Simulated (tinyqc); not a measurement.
Raising U: Hubbard chain of 3 sites, mean field against exact. Computed by the program tinyqc. Command: `OMP_NUM_THREADS=1 python tinyqc.py 110940 110941 out.jsonl`; one thread of a shared host (Intel(R) Xeon(R) Processor @ 2.60GHz), about 4 s.

one-body matrix (hopping and site energies) (eV):
```
,1,2,3
1,0.0000,-0.6000,0.0000
2,-0.6000,0.0000,-0.6000
3,0.0000,-0.6000,0.0000
```

electrons, up and down: 2  1

Collinear unrestricted mean field (the lowest of 40 random starts) against exact diagonalisation.

Exact and mean-field results (eV):
```
U,U/t,E exact,E mean field,mean |n_up - n_down|,"double occupancy, exact",first gap in the sector
0.3000,0.5000,-1.518448,-1.511465,0.3672,0.1884,0.8068
0.6000,1.0000,-1.358126,-1.331034,0.4127,0.1678,0.7581
1.2000,2.0000,-1.092054,-1.000000,0.5556,0.1286,0.6528
1.8000,3.0000,-0.891210,-0.745687,0.7289,0.0960,0.5543
2.4000,4.0000,-0.741641,-0.578827,0.8375,0.0715,0.4719
3.6000,6.0000,-0.544040,-0.394129,0.9262,0.0416,0.3541
4.8000,8.0000,-0.424627,-0.297582,0.9584,0.0263,0.2790
7.2000,12.0000,-0.292052,-0.199296,0.9815,0.0128,0.1934
12.0000,20.0000,-0.178231,-0.119849,0.9933,0.0049,0.1185
```

In absolute terms mean field is worst at U/t = 4.0, 0.163 eV too high: at small U it is nearly exact, and at large U it misses only exchange-scale energies. Relative to the exact energy its error is 0.5 % at the smallest U, 33 % at most and 33 % at the largest. The double occupancy falls from 0.188 to 0.005; at the largest U the first gap is 0.99 times the exchange scale 4t^2/U.
